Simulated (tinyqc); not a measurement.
Capillary instabilities by surface diffusion: grooving and agglomeration of films, edge retraction, wire break-up and smoothing of roughness: one step, computed by the program tinyqc. Command: `OMP_NUM_THREADS=1 python tinyqc.py 3021086 3021087 out.jsonl dewet walk`. One thread of a shared host (Intel(R) Xeon(R) Processor @ 2.30GHz), about 0.01 s of CPU time with the checks.

Isotropic surface energy; shapes change by surface diffusion alone.

Problem. The Mullins constant. B = D_s nu gamma_s Omega^2/(k_B T), D_s = D0 exp(-Q/(k_B T)).

Inputs (values chosen for the exercise, for a model film):

| quantity | value | unit |
|---|---|---|
| surface energy gamma_s | 1.51 | J/m^2 |
| atomic volume Omega | 20 | angstrom^3 |
| surface sites nu | 8.8 | 1/nm^2 |
| prefactor D0 | 2.6e-06 | m^2/s |
| activation energy Q | 2.04 | eV |
| temperature T | 1248 | K |
| time t | 1700 | s |

Constants: k_B = 8.617333262e-05 eV/K; k_B = 1.380649e-23 J/K.

Give: D_s; B; length (B t)^(1/4).

Solution.

D_s = 1.503e-14 m^2/s

B = 4635 nm^4/s

length (B t)^(1/4) = 52.98 nm

Lengths grow as t^(1/4): doubling one takes 16 times as long, or roughly 230 K more.
